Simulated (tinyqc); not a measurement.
Raising U: Hubbard chain of 4 sites, mean field against exact. Computed by the program tinyqc. 

one-body matrix (hopping and site energies) (eV):
```
         1        2        3        4
1   0.0000  -0.9700   0.0000   0.0000
2  -0.9700   0.0000  -0.9700   0.0000
3   0.0000  -0.9700   0.0000  -0.9700
4   0.0000   0.0000  -0.9700   0.0000
```

electrons, up and down: 2  2

Collinear unrestricted mean field (the lowest of 40 random starts) against exact diagonalisation.

Exact and mean-field results (eV):
```
U          U/t   E exact  E mean field  mean |n_up - n_down|  double occupancy, exact  first gap in the sector
0.480    0.495  -3.88263      -3.85797                 0.000                    0.224                    1.066
0.970    1.000  -3.46810      -3.36797                 0.000                    0.199                    0.949
1.940    2.000  -2.78966      -2.42213                 0.393                    0.152                    0.765
2.910    3.000  -2.27700      -1.78673                 0.697                    0.114                    0.627
3.880    4.000  -1.89455      -1.39129                 0.820                    0.085                    0.524
5.820    6.000  -1.38898      -0.95157                 0.918                    0.049                    0.386
7.760    8.000  -1.08366      -0.71981                 0.953                    0.031                    0.301
11.640  12.000  -0.74503      -0.48274                 0.979                    0.015                    0.207
19.400  20.000  -0.45456      -0.29051                 0.993                    0.006                    0.127
```

In absolute terms mean field is worst at U/t = 4.0, 0.503 eV too high: at small U it is nearly exact, and at large U it misses only exchange-scale energies. Its local moments set in at U/t = 2.0 of those listed, a broken symmetry that the exact state of a finite cluster with equal spins does not have. Relative to the exact energy its error is 0.6 % at the smallest U, 36 % at most and 36 % at the largest. The double occupancy falls from 0.224 to 0.006; at the largest U the first gap is 0.65 times the exchange scale 4t^2/U.
